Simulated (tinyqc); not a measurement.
Thermal boundary conductance by the acoustic and diffuse mismatch models: one step, computed by the program tinyqc. Command: `OMP_NUM_THREADS=1 python tinyqc.py 3027107 3027108 out.jsonl kapitza walk`. One thread of a shared host (Intel(R) Xeon(R) Processor @ 2.30GHz), about 0.01 s of CPU time with the checks.

Each side has one longitudinal and two transverse Debye branches, omega = v q up to q_D = (6 pi^2 n)^(1/3), with n counting all atoms. Scattering at the interface is elastic. Electrons are left out of G, also for metals. Melting is ignored. G refers to the temperatures of the phonons sent towards the interface. Linear branches over all atoms overstate G at high T, most for crystals with several atoms a cell.

Problem. Temperature rise through the stack. In series: Delta T = J (d_1/kappa_1 + R + d_2/kappa_2), with bulk conductivities in the layers and one-dimensional flow.

Inputs (values chosen for the exercise, modelled on tungsten (side 1) and sapphire (side 2)):
```
quantity              value     unit
conductivity kappa_1    174  W/(m K)
conductivity kappa_2   35.5  W/(m K)
temperature T           4.2        K
thickness d_1           130       nm
thickness d_2          4200       nm
heat flux J            0.11  kW/cm^2
```

Structure: film on a substrate.

boundary resistance R = 28349.50 m^2 K/GW

Give: temperature drops; total rise Delta T; interface share of film plus interface.

Solution.

temperature drops (K): film 8.218e-04, interface 31.18, substrate 0.1301

total rise Delta T = 31.32 K

interface share of film plus interface = 1.0000

The interface takes the largest drop, 100 % of the total. Caution: kappa_2 is of room-temperature size, so the Kapitza length is only nominal at this T. Caution: the rise is not small against T, so constant conductivities fail; a rise of thousands of kelvin would destroy the stack. Caution: the conductivities are of room-temperature size; at this T real values can differ much and free paths can be long. Caution: R from emitted-phonon temperatures is too large for use in series with Fourier layers, by up to a factor of about 2.
